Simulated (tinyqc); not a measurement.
Smoothing against break-up: capillary instabilities by surface diffusion: grooving and agglomeration of films, edge retraction, wire break-up and smoothing of roughness. Computed by tinyqc, a small Python program. Command: `OMP_NUM_THREADS=1 python tinyqc.py 3011951 3011952 out.jsonl dewet walk`. One thread of a shared host (Intel(R) Xeon(R) Processor @ 2.30GHz), about 0.01 s of CPU time with the checks.

Isotropic surface energy; shapes change by surface diffusion alone.

Inputs (values chosen for the exercise, for a model film):

| quantity | value | unit |
|---|---|---|
| surface energy gamma_s | 2.61 | J/m^2 |
| grain-boundary energy gamma_b | 0.72 | J/m^2 |
| atomic volume Omega | 11.1 | angstrom^3 |
| surface sites nu | 13 | 1/nm^2 |
| prefactor D0 | 0.00084 | m^2/s |
| activation energy Q | 1.34 | eV |
| temperature T | 676 | K |
| film thickness h | 7.1 | nm |
| grain radius R | 210 | nm |
| wire radius r | 24 | nm |
| initial ripple over radius | 0.01 | - |
| roughness wavelength lambda | 49 | nm |

Grooves: at the surface only.

Constants: k_B = 8.617333262e-05 eV/K; k_B = 1.380649e-23 J/K.

Method:
- Groove angle beta: sin(beta) = gamma_b/(2 gamma). For circular grains of radius R with spherical caps the groove ends (measured from the mean surface) at the depth R g(beta), g = (2 - 3 cos beta + cos^3 beta)/(3 sin^3 beta). The film parts if R g(beta_s) > h.
- B = D_s nu gamma_s Omega^2/(k_B T), D_s = D0 exp(-Q/(k_B T)).
- A wire with r + A cos(k z) has dA/dt = (B/r^4) (kr)^2 [1 - (kr)^2] A: unstable for wavelengths above 2 pi r, fastest at kr = 1/sqrt 2 with the rate B/(4 r^4); break-up time about (4 r^4/B) ln(r/A0); each wavelength makes a sphere of radius (3 r^2 lambda_m/4)^(1/3).
- Roughness of wavelength lambda on a flat face decays as exp[-B (2 pi/lambda)^4 t]; the smoothing time is that for a factor e^3.

beta_s = 7.92814 degrees

Times (s); the last column is (h/(0.780 tan beta_s))^4/B:

| T (K) | B (nm^4/s) | smoothing | wire break-up | groove to depth h |
|---|---|---|---|---|
| 575 | 7.9595e+02 | 1.3941e+01 | 7.6783e+03 | 2.2932e+04 |
| 608 | 3.2668e+03 | 3.3968e+00 | 1.8708e+03 | 5.5874e+03 |
| 642 | 1.1987e+04 | 9.2567e-01 | 5.0983e+02 | 1.5226e+03 |
| 676 | 3.8493e+04 | 2.8827e-01 | 1.5877e+02 | 4.7417e+02 |
| 710 | 1.1027e+05 | 1.0063e-01 | 5.5421e+01 | 1.6552e+02 |
| 744 | 2.8631e+05 | 3.8757e-02 | 2.1346e+01 | 6.3751e+01 |
| 811 | 1.4766e+06 | 7.5147e-03 | 4.1388e+00 | 1.2361e+01 |

All times share 1/B, so their ratios do not depend on T: break-up over smoothing is 550. An anneal can smooth this roughness well before the wire breaks. Smoothing is safe for lambda well below 2 pi r, above which a ripple along the wire grows instead. B spans 3.3 decades over these rows.
